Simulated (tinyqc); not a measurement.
What moves the results: tunnelling through a thin dielectric with one trap, as a tight-binding chain. A value that a table varies takes the place of the one given here.

Hopping -t everywhere, t = c/(m a^2), c = hbar^2/2m0; lead sites at 2t (band bottom 0), barrier sites 1 to N at 2t + phi, and site j has U besides. No voltage. Leads give S = -t exp(ika) on sites 1 and N, cos(ka) = 1 - E/(2t). T = (2 t sin(ka))^2 |G_1N|^2, G = (E - H - S)^-1. In the barrier cosh(q a) = 1 + (phi - E)/(2t).

Resonance: the lowest eigenvalue of H + S(E), iterated until its real part equals E (40 rounds from Eb = phi + 2t - sqrt(4t^2 + U^2), the level in an endless barrier). With v the normalised squared amplitudes of that state, Gamma_L = 2 t sin(ka) v_1, Gamma_R = 2 t sin(ka) v_N; Breit-Wigner T = Gamma_L Gamma_R/((E - Er)^2 + (Gamma_L + Gamma_R)^2/4).

Constants: hbar^2/2m0 = 3.80998211 eV angstrom^2.

Values chosen for the exercise (barrier and mass of the size used for Al2O3 on silicon; the results hold for these values, not for the real material):
- a = 3 angstrom (site spacing)
- m = 0.31 m0 (mass, the same in leads and barrier)
- phi = 2.08 eV (conduction edge of the barrier above that of the leads)
- N = 10 (barrier sites)
- j = 3 (site of the trap)
- U = -3.28 eV (extra energy on the trap site)
- E = 0.38 eV (electron energy)

## Transmission around the level

Er = 0.53740 eV

widths (meV): left 29.070, right 0.0011041

Energies Er + x (Gamma_L + Gamma_R).

T:
```
x     E (eV)     chain  Breit-Wigner   no trap
-8.0  0.3048  1.36e-07      5.91e-07  9.24e-10
-3.0  0.4502  2.47e-06      4.11e-06  2.74e-09
-1.0  0.5083  2.62e-05      3.04e-05  4.14e-09
-0.5  0.5229  7.09e-05      7.60e-05  4.58e-09
0.0   0.5374  0.000152      0.000152  5.07e-09
0.5   0.5519  8.36e-05      7.60e-05  5.61e-09
1.0   0.5665  3.68e-05      3.04e-05  6.20e-09
3.0   0.6246  7.08e-06      4.11e-06  9.25e-09
8.0   0.7700  2.39e-06      5.91e-07  2.51e-08
```

What can be read from the table?

At Er the chain gives 0.000152, 3e+04 times the value without trap, and Breit-Wigner 0.000152. In the wings the single pole gives 4.36 times the chain value at x = -8 and 0.247 times at x = 8, because the widths and the level shift change with energy.

## Where a trap does most harm

The trap is moved through the barrier. The area under the resonance, 2 pi Gamma_L Gamma_R/(Gamma_L + Gamma_R), sets the current through it.

Against position:
```
j  Er (eV)  Gamma_L (meV)  Gamma_R (meV)      peak  area (meV)
3   0.5374           29.1        0.00110  0.000152     0.00694
4   0.5423           3.85        0.00864   0.00893      0.0542
5   0.5429          0.505         0.0662     0.409       0.368
6   0.5429         0.0662          0.505     0.409       0.368
7   0.5423        0.00864           3.85   0.00893      0.0542
8   0.5374        0.00110           29.1  0.000152     0.00694
```

What does this show, and why?

The area is largest at j = 5 and 6 (0.368 meV) and 53 times smaller at j = 3: the slower of the two steps limits the current, so traps in the middle carry most. Each site towards a lead multiplies its width by about 7.64, close to exp(2 q a) = 7.64 at Eb.

## Direct against trap-assisted paths

N odd, the trap in the middle, j = (N + 1)/2. Direct T is that without trap at the energy Er; area = 2 pi Gamma_L Gamma_R/(Gamma_L + Gamma_R). The exponents are the slopes of the logarithms between the last two rows, per angstrom.

Against thickness:
```
N   N a (angstrom)  Er (eV)  direct T  area (meV)
5             15.0   0.5312  0.000131        90.2
7             21.0   0.5416  2.33e-06        12.1
9             27.0   0.5428  4.02e-08        1.59
11            33.0   0.5429  6.90e-10       0.208
13            39.0   0.5429  1.18e-11      0.0272
15            45.0   0.5430  2.03e-13     0.00356
17            51.0   0.5430  3.47e-15    0.000467
```

exponents (1/angstrom): direct 0.6777, through the trap 0.3389

How do the results move?

The direct path falls as exp(-0.678 d) and the path through a central trap as exp(-0.339 d), 2.00 times more slowly, since each step crosses half the layer. From 5 to 17 sites the first loses 10.6 decades and the second 5.3: in thicker layers even few traps rule the leakage. Inelastic capture with phonons is left out.

## What each parameter does

Resonance and log10 T at E. Each row changes one parameter from the base and keeps the others.

Results:
```
case           Er (eV)  Gamma_L (meV)  Gamma_R (meV)  log10 T
base            0.5374          29.07       0.001104   -6.307
m = 0.285 m0    0.6195          39.57       0.002834   -6.320
phi = 2.18 eV   0.6387          30.03       0.001144   -6.954
N = 11          0.5374          29.07      0.0001441   -7.232
j = 4           0.5423          3.852       0.008638   -6.336
U = -3.182 eV   0.6132          32.24       0.001547   -6.651
```

How do the results move?

The largest shifts from the base row, up to three for each result and ties (the steps differ in size, so this ranks the rows, not the parameters). Er (eV): phi +0.1014, m +0.0821, U +0.0758; unchanged at the printed digits by N. Gamma_L (meV): j -25.2, m +10.5, U +3.17; unchanged at the printed digits by N. Gamma_R (meV): j +0.00753, m +0.00173, N -0.000960. log10 T: N -0.925, phi -0.647, U -0.344.

(tinyqc, `OMP_NUM_THREADS=1 python tinyqc.py 1452496 1452497 out.jsonl`, Intel(R) Xeon(R) Processor @ 2.30GHz, 1 thread, shared host, about 0.06 s.)
